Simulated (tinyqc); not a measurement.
A tight-binding chain with uneven site energies, recursive Green functions: two steps of the calculation.

The device has N = 9 slices of 1 site(s), nearest-neighbour hopping -t, and site energies U; the leads are semi-infinite continuations with site energy 0. V = <i+1|H|i> = -t 1.

Inputs (values chosen for the exercise): hopping (matrix element -t) t = 2.5 eV; site energies, slice by slice U = [4.85, 0.23, -1.46, 0.48, 0.31, 0.41, 2.58, 0.43, 2.55] eV; energy E = 3.98 eV.

Question 1. Self-energy of the leads. Sigma = t^2 g(E), g(x) = (x - i sqrt(4 t^2 - x^2))/(2 t^2) for |x| < 2 t and (x - sign(x) sqrt(x^2 - 4 t^2))/(2 t^2) otherwise; Gamma = i (Sigma - Sigma^dagger); both leads give the same.

Find: Sigma; Gamma; open modes.

Answer 1.

Sigma = 1.990-1.513i eV
Gamma = 3.026 eV
open modes = 1

Question 2. Forward pass. Forward pass: g_1 = (E - H_1 - Sigma)^(-1), g_i = (E - H_i - V g_(i-1) V^dagger)^(-1), with Sigma also subtracted on the last slice; G_(i,1) = g_i V G_(i-1,1), starting from g_1. H_i is the block of slice i, its site energy.

Sigma = 1.9900000-1.5132416i eV

Find: g_i; G_(i,1) of the forward pass.

Answer 2.

```
site       g_i (1/eV)  G_(i,1) of the forward pass (1/eV)
1     -0.2732-0.1445i                   -0.27317-0.14454i
2      0.1784-0.0295i                    0.13247+0.04428i
3      0.2308-0.0098i                   -0.07752-0.02229i
4      0.4856-0.0145i                    0.09491+0.02424i
5      1.5427-0.2204i                   -0.37940-0.04121i
6     -0.1566-0.0355i                   -0.14490-0.04984i
7      0.4167-0.0389i                    0.15581+0.03783i
8      0.9920-0.2551i                   -0.41055+0.00555i
9     -0.1221-0.0561i                   -0.12612-0.05592i
```

tinyqc, about 0.02 s, one thread, Intel Xeon 2.30GHz (shared host): `OMP_NUM_THREADS=1 python tinyqc.py 2660131 2660132 out.jsonl`
